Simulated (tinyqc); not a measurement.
Programming of a floating-gate cell by Fowler-Nordheim tunnelling: effect of the coupling ratio.

Per tunnel area the floating gate has Ctun = 3.9 eps0/tox to the channel (0 V) and Ccg to the control gate, Ct = Ctun/(1 - ag), no other coupling. With the threshold shift U = -Q/Ccg the field is F = ag (Vg - U)/tox, and dU/dt = J/Ccg. Fowler-Nordheim: J = A F^2 exp(-B/F), A = q^2/(16 pi^2 hbar mo phi) (times 1e14 for A/cm^2 with F in V/nm, emitter mass m0), B = (4/3) sqrt(mo/C) phi^1.5, C = hbar^2/(2 m0).

After 0.0003 s. Exact: exp(B/F(t)) = exp(B/F(0)) + K t, K = A B ag/(Ccg tox), and U = Vg - tox F/ag.

Parameters, values chosen for the exercise; oxide values close to those of silicon dioxide: tunnel barrier phi = 3.18 eV; tunnelling mass mo = 0.45 m0; tunnel oxide thickness tox = 9.7 nm; threshold shift at the start Vt0 = -2.7 V; control-gate voltage Vg = 14.1 V.

Constants: q = 1.602176634e-19 C, hbar = 1.054571817e-34 J s, m0 = 9.1093837015e-31 kg, eps0 = 8.8541878128e-14 F/cm where lengths are in cm, hbar^2/(2 m0) = 0.0380998212 eV nm^2. Results are converted to the units shown.

Result of one run:

| F(0) (V/nm) | F (V/nm) | J (A/cm^2) | U (V) |
|---|---|---|---|
| 0.9872 | 0.9751 | 2.735e-4 | -2.494 |

Which coupling ratio Ccg/Ct ag gave this result: 0.52, 0.57, 0.63 or 0.73?

ag = 0.57.

The whole series:

| ag | F(0) (V/nm) | F (V/nm) | J (A/cm^2) | U (V) |
|---|---|---|---|---|
| 0.42 | 0.7274 | 0.7274 | 1.745e-8 | -2.700 |
| 0.47 | 0.8140 | 0.8140 | 9.755e-7 | -2.699 |
| 0.52 | 0.9006 | 0.8996 | 2.484e-5 | -2.680 |
| 0.57 | 0.9872 | 0.9751 | 2.735e-4 | -2.494 |
| 0.63 | 1.091 | 1.021 | 0.001003 | -1.626 |
| 0.68 | 1.178 | 1.034 | 0.001411 | -0.6527 |
| 0.73 | 1.264 | 1.043 | 0.001761 | 0.2447 |
| 0.78 | 1.351 | 1.052 | 0.002218 | 1.021 |

The starting field rises from 0.727 to 1.35 V/nm and U rises from -2.70 to 1.02 V. Between the last two rows 0.01 of coupling is worth 155 mV. In 2 of the 8 rows the starting field exceeds 12 MV/cm, where the oxide would wear out or break down quickly.

Range of the model: Programming fields of 10 MV/cm and more wear the oxide; trapping and the channel potential are ignored.

Program tinyqc, `OMP_NUM_THREADS=1 python tinyqc.py 2130020 2130021 out.jsonl`; Intel Xeon 2.30GHz, shared host, one thread, about 0.01 s.
